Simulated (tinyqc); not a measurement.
States in the gap of a film: thin (001) film in sp3s* tight binding with raised dangling bonds.

Planes alternate anion (a), cation (c) along [001], a/4 apart, starting with an anion; zero in-plane momentum; levels counted from the bulk Ev, the lower root of [[Epa, Vxx], [Vxx, Epc]]; no spin-orbit coupling. Block of s, pz, s*: from an anion to the cation above, Vss/2 (s,s), Vsapc/2 (s,z), -Vscpa/2 (z,s), Vxx/2 (z,z), Vxapc/2 (s*,z), -Vpaxc/2 (z,s*); to the cation below the same with the s-z and s*-z signs reversed. Block of u = (px + py)/sqrt2 and v = (px - py)/sqrt2: to the cation above (Vxx + Vxy)/2 for u and (Vxx - Vxy)/2 for v, to the cation below the reverse. Each surface atom has two dangling sp3 hybrids; raising both by dl adds (dl/2) [[1, t], [t, 1]] to its s, pz levels (t = -1 at the bottom face, +1 at the top) and dl to the one of u, v in whose plane the missing bonds lie (v for a bottom anion or a top cation, u for a top anion).

Inputs chosen for the exercise (out of a larger set: near a published set for Si, fitted to gaps, whose masses and valley positions are rough; not measured data): p = (-4.246, 1.732, -4.246, 1.732, 6.618, 6.618, -8.384, 1.707, 4.617, 5.797, 5.797, 5.343, 5.343) eV (order Esa, Epa, Esc, Epc, Exa, Exc, Vss, Vxx, Vxy, Vsapc, Vscpa, Vxapc, Vpaxc); Nw = 29 (planes in the thicker film).

edges (eV): Gamma 3.41400, Delta 1.17291

Levels between 0 and the lower bulk edge, the largest weight on the two outer planes of both faces among them, and the nearest levels outside, for several shifts dl.

Film of Nw planes:
```
dl (eV)  levels in the gap       at (eV)  surface weight  next above (eV)  next below (eV)
0                        2  0.273, 0.291            0.69           1.2035          -0.0579
1                        2  0.739, 0.742            0.81           1.2035          -0.0564
2                        1         1.164            0.35           1.1801          -0.0556
3                        0             -               -           1.1982          -0.0550
5                        0             -               -           1.2015          -0.0543
10                       0             -               -           1.2026          -0.0534
30                       0             -               -           1.2031          -0.0526
100                      0             -               -           1.2032          -0.0523
```

Can the levels of the bare film be read as confined subbands?

No: with bare surfaces (dl = 0) 2 levels lie in the bulk gap, with up to 69 % of the weight on the four outer planes, two a face, where an even spread gives 14 %; these are dangling-bond states, not subbands. The reruns show the bulk gap clear from dl = 3 eV on, and at dl = 30 eV the next level above lies -0.1 meV from its value at 100 eV.

tinyqc: `OMP_NUM_THREADS=1 python tinyqc.py 1450487 1450488 out.jsonl`; about 0.4 s, one thread, shared Intel(R) Xeon(R) Processor @ 2.30GHz.
